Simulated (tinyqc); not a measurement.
# Read current of a NAND string, cells in series solved by shooting, step by step

Computed by the program tinyqc: `OMP_NUM_THREADS=1 python tinyqc.py 2142061 2142062 out.jsonl`, one thread of a shared Intel Xeon 2.30GHz, about 0.4 s for the whole run. Printed values are rounded.

Cells in series, numbered from 0 at the source line (0 V) to the bit line, each followed by a gap resistance Rg. A cell with gate Vg, threshold VT, source Vs and drain Vd passes I = 2 nf K Vt^2 [F(Vs) - F(Vd)]/(1 + th max(Vg - VT, 0)), F(V) = ln^2(1 + exp((Vg - VT - nf V)/(2 nf Vt))). The selected cell has Vg = Vr, the others Vg = Vp.

Parameters, values chosen for the exercise; values of the order met in vertical NAND strings:
- T = 300 K (temperature)
- K = 4.6 uA/V^2 (gain factor of a cell)
- nf = 2.4 (slope factor)
- th = 0.07 1/V (mobility reduction factor)
- Rg = 6.3 kohm (resistance of the gap between cells)
- Vbl = 0.7 V (bit-line voltage)
- Vp = 6.3 V (pass voltage)
- Vr = 2.47 V (read voltage on the selected word line)

Constants: q = 1.602176634e-19 C, kB = 1.380649e-23 J/K, Vt = kB T/q. Results are converted to the units shown.

## Step 1: node voltages for a trial current

first trial current = 0.39 uA

| cell | thresholds from the source end (V) |
|---|---|
| 0 | 4.5 |
| 1 | -1.1 |
| 2 | 4.5 |
| 3 | 0.7 |
| 4 | -1.1 |
| 5 | -1.1 |

For a trial current I start at 0 V and, cell by cell (the selected one is cell 3), solve for the drain: sqrt(F(Vd)) = sqrt(F(Vs) - I/k), k = 2 nf K Vt^2/(1 + th max(Vg - VT, 0)), Vd = [Vg - VT - 2 nf Vt ln(exp(sqrt F) - 1)]/nf, then add I Rg.

| cell | node voltage after each cell and gap, trial 1 (V) |
|---|---|
| 0 | 0.0575141 |
| 1 | 0.0777458 |
| 2 | 0.142235 |
| 3 | 0.215616 |
| 4 | 0.236834 |
| 5 | 0.258193 |

## Step 2: node voltages for a trial current

second trial current = 0.68 uA

As before.

| cell | node voltage after each cell and gap, trial 2 (V) |
|---|---|
| 0 | 0.103293 |
| 1 | 0.139119 |
| 2 | 0.270072 |
| 3 | 0.459082 |
| 4 | 0.499241 |
| 5 | 0.539964 |

## Course of the secant iteration

Secant steps on the end voltage less Vbl, from the two trials; a trial above the saturation current of a cell has no solution and is moved halfway to the previous trial. Stop below 1e-9 V.

Course of the iteration:

| iteration | I (uA) | end voltage - Vbl (V) | halvings |
|---|---|---|---|
| 1 | 0.762355 | -0.0205 | 1 |
| 2 | 0.774451 | 0.0110 | 0 |
| 3 | 0.770238 | -7.61e-4 | 0 |
| 4 | 0.770512 | -2.84e-5 | 0 |
| 5 | 0.770522 | 7.36e-8 | 0 |
| 6 | 0.770522 | -7.13e-12 | 0 |

Converged in 6 iterations to I = 0.77052 uA. The selected cell takes 40.3 % of the bit-line voltage and the gaps together 4.16 %.
